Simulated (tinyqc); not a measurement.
From results to parameters: diatomic chain. Computed by the program tinyqc.

Problem. A chain of two alternating masses has one spring constant k; at the zone edge omega^2 = 2k/M and 2k/m, and wavenumber = 521.4708 sqrt(omega^2) with omega^2 in eV/(angstrom^2 u). Find k, the heavier mass and the optical wavenumber at q = 0.

wavenumbers at the zone edge (cm^-1): 284.529074  478.426829
lighter mass = 27.800000 u

Solution. The upper value gives k = m omega^2/2, the ratio of the squares gives M/m, and at q = 0 omega^2 = 2k (1/m + 1/M), the sum of the two.

k = 11.700 eV/angstrom^2
heavier mass = 78.600 u
optical wavenumber at q = 0 = 556.641 cm^-1
